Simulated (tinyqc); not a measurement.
What each parameter does: averaged masses of warped heavy- and light-hole bands.

Four-band hole energies E = c k^2 f(u), c = hbar^2/2m0, f = g1 -/+ 2 sqrt(g2^2 + 3 (g3^2 - g2^2) s), s = ux^2 uy^2 + uy^2 uz^2 + uz^2 ux^2 for the unit vector u; minus for heavy, plus for light holes; the mass along u is 1/f.

Grid: n x n midpoints in cos(theta) from 0 to 1 and phi from 0 to pi/2, equal weights. m_d = <f^(-3/2)>^(2/3). Conductivity mass for one scattering time: 1/m_c = <|w|^2 f^(-5/2)>/<f^(-3/2)> with w = grad_k(k^2 f)/(2 k), that is |w|^2 = f^2 + |angular gradient of f|^2/4.

Inputs chosen for the exercise (out of a larger set: near those of InSb; not measured data):
- g1 = 34.69 (Luttinger gamma1)
- g2 = 15.57 (gamma2)
- g3 = 16.41 (gamma3)

n = 40.

One parameter was then changed.

Results before and after:

| case | m_d heavy (m0) | m_c heavy (m0) | m_d light (m0) | m_c light (m0) |
|---|---|---|---|---|
| base | 0.4086 | 0.3602 | 0.0150 | 0.0150 |
| changed | 0.7414 | 0.5290 | 0.0152 | 0.0152 |

Which of these changes was made? (a) g2 = 16.037; (b) g1 = 33.649; (c) g3 = 15.918.
Answer: (b) g1 = 33.649. Of the candidates, run in turn, only this one gives the changed row.

All candidates:

| case | m_d heavy (m0) | m_c heavy (m0) | m_d light (m0) | m_c light (m0) |
|---|---|---|---|---|
| base | 0.4086 | 0.3602 | 0.0150 | 0.0150 |
| g1 = 33.649 | 0.7414 | 0.5290 | 0.0152 | 0.0152 |
| g2 = 16.037 | 0.4660 | 0.4494 | 0.0149 | 0.0149 |
| g3 = 15.918 | 0.3207 | 0.3158 | 0.0151 | 0.0151 |

Run: tinyqc, `OMP_NUM_THREADS=1 python tinyqc.py 1080470 1080471 out.jsonl`; Intel(R) Xeon(R) Processor @ 2.30GHz, one thread, shared host; about 0.04 s of CPU time with all checks.
